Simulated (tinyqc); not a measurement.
One share for all, or one for each: linear model of a band gap against the share of exact exchange.

E(alpha) = E0 + S alpha. A wider gap screens less, modelled in the Penn form eps(alpha) = 1 + (e0 - 1)(EP/(EP + S alpha))^2 with a scale EP chosen for the exercise. A dielectric-dependent hybrid takes alpha = 1/eps.

Errors of the gap (eV) against each target; e0, EP, S and the gaps are values chosen for the exercise.

Results:
```
case       E0 (eV)  S (eV)     e0  EP (eV)  target Et (eV)  alpha needed  error, alpha = 0  error, 0.25  error, self-consistent
like MgO      4.87   10.07   3.24     27.4            7.84         0.295             -2.97        -0.45                    0.70
like AlN      4.36    8.60   5.01     21.5            6.13         0.206             -1.77         0.38                    0.20
like InP      0.66    5.19  10.18     10.1            1.45         0.152             -0.79         0.51                   -0.23
like GaAs     0.51    5.38  12.32     10.4            1.54         0.191             -1.03         0.32                   -0.56
like Ge       0.08    4.89  16.96      8.6            0.74         0.135             -0.66         0.56                   -0.35
like Si       0.61    4.70  13.10     10.2            1.17         0.119             -0.56         0.61                   -0.18
like HfO2     3.97    8.86   4.91     18.8            5.69         0.194             -1.72         0.49                    0.41
```

Mean absolute errors: 1.36, 0.48 and 0.38 eV for alpha = 0, 0.25 and the self-consistent value. A fixed quarter overshoots for AlN, InP, GaAs, Ge, Si and HfO2 and falls short for MgO; the alpha needed runs between 0.119 and 0.295 and its correlation with 1/e0 over these cases is 0.91.

tinyqc: `OMP_NUM_THREADS=1 python tinyqc.py 1851125 1851126 out.jsonl`; about 0.01 s, one thread, shared Intel(R) Xeon(R) Processor @ 2.30GHz.
